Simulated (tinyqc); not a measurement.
A barrier in a uniform field, exact transmission by Airy functions: one step of the calculation.

The left lead has its band edge at 0, the barrier edge falls as U(x) = U0 - F x with F = V/d for 0 < x < d, and the right lead has its edge at -V. No transverse momentum; C = hbar^2/(2 m0); psi and psi'/m are continuous. M carries (psi, psi'/m) across the barrier.

Problem. Transfer matrix. With a = Ai, a' = Ai', b = Bi, b' = Bi' at z1 (left edge) and z2 (right edge): M11 = pi (a2 b1' - b2 a1'), M12 = (pi/s)(b2 a1 - a2 b1), M21 = pi s (a2' b1' - b2' a1'), M22 = pi (b2' a1 - a2' b1).

Airy functions:
```
	Ai	Ai'	Bi	Bi'
z1	4.0169797e-5	-9.5339668e-5	1702.6021	3883.1257
z2	0.057659955	-0.081325327	2.2153701	2.3958428
```

s = -5.1759584 1/nm

Give: M (M12 in nm, M21 in 1/nm).

Solution.

M (M12 in nm, M21 in 1/nm):
```
	1	2
1	703.4	59.59
2	5135	435.0
```

Range of the model: Masses are held fixed, although real bands cease to be parabolic a few tenths of an eV from their edges.

Numbers from tinyqc (`OMP_NUM_THREADS=1 python tinyqc.py 2580008 2580009 out.jsonl`; about 0.01 s on one thread of a shared Intel Xeon 2.30GHz).
